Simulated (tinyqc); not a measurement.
Length of a polyene: Hueckel, PPP and singles CI along the polyenes. Computed by the program tinyqc. Hueckel uses the same beta without repulsion; CIS keeps all single excitations and so misses the low, doubly excited 2Ag state. W is the valence ionisation energy of a centre, MN the Mataga-Nishimoto formula, f the oscillator strength.

All-trans chains of carbon centres 1.40 angstrom apart:

| parameter | value |
|---|---|
| beta (eV), times 1 +/- alternation | -2.190000 |
| alternation | 0.050000 |
| W (eV) | 11.160000 |
| gamma_rr (eV) | 10.750000 |
| repulsion formula | Ohno |

Gaps and excitations (eV):

| centres | Hueckel gap | PPP orbital gap | bright singlet (CIS) | f | lowest triplet (CIS) |
|---|---|---|---|---|---|
| 2 | 4.5990 | 12.0308 | 6.2581 | 0.5365 | 2.9399 |
| 4 | 2.9672 | 9.6035 | 4.9202 | 1.0058 | 2.0412 |
| 6 | 2.2235 | 8.3710 | 4.1214 | 1.4066 | 1.6143 |
| 8 | 1.8028 | 7.6373 | 3.6037 | 1.7590 | 1.3835 |
| 10 | 1.5333 | 7.1589 | 3.2468 | 2.0746 | 1.2457 |
| 12 | 1.3464 | 6.8282 | 2.9901 | 2.3646 | 1.1575 |

What does the comparison show, and why?

The Hueckel gap tends to 4 x alternation x |beta| = 0.44 eV for long chains. Exchange opens the PPP orbital gap, and the attraction of electron and hole brings the bright state 3.84 eV below it at 12 centres; the triplet lies 1.83 eV lower still.
